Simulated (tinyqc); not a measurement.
Hall factor, magnetoresistance and optical conductivity for a power-law relaxation time: one step, computed by the program tinyqc. Command: `OMP_NUM_THREADS=1 python tinyqc.py 3024836 3024837 out.jsonl magneto walk`. One thread of a shared host (Intel(R) Xeon(R) Processor @ 2.30GHz), about 0.01 s of CPU time with the checks.

One spherical parabolic band, tau(E) = tau_0 x^s with x = E/(k_B T). Landau quantisation is left out.

Question. Limits. mu = e <tau>/m; weak field r_H = <tau^2>/<tau>^2 and MR = c (mu B)^2, c = <tau^3>/<tau>^3 - r_H^2; strong field r_H = 1 and MR = <tau> <1/tau> - 1.

Inputs (values chosen for the exercise, with a mass close to that of electrons in GaN): effective mass m = 0.19 m_0; tau_0 = 100 fs; temperature T = 400 K.

<tau>/tau_0 = 5.325246

<tau^2>/tau_0^2 = 49.57379

<tau^3>/tau_0^3 = 699.1478

<1/tau> tau_0 = 0.4900017

Constants: e = 1.602176634e-19 C; m_0 = 9.1093837015e-31 kg.

Give: drift mobility mu; weak-field Hall factor; coefficient c; saturation MR.

Answer.

drift mobility mu = 4930 cm^2/(V s)

weak-field Hall factor = 1.748

coefficient c = 1.574

saturation MR = 160.9 %
